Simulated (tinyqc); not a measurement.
Classical Heisenberg spin chain: exact results, Metropolis, heat-bath and over-relaxation steps, and a Monte Carlo run: one step, computed by the program tinyqc. Command: `OMP_NUM_THREADS=1 python tinyqc.py 3130163 3130164 out.jsonl heismc walk`. One thread of a shared host (Intel(R) Xeon(R) Processor @ 2.30GHz), about 0.1 s of CPU time with the checks.

E = -J sum_i s_i . s_(i+1) for unit vectors s_i on an open chain; K = J/(k_B T).

Question. Finite chain. For N spins, <|sum s|^2>/N = (1 + u)/(1 - u) - 2 u (1 - u^N)/(N (1 - u)^2); the long chain has (1 + u)/(1 - u), chi over the Curie value, and the difference is relative to it.

Inputs (values chosen for the exercise, for a model chain of large moments): temperature T = 96 K; length N of the open chain = 16.

u = 0.7342534

chi over the Curie value = 6.525968

Give: <|sum s|^2>/N; difference from the long chain.

Answer.

<|sum s|^2>/N = 5.236

difference from the long chain = -19.77 %
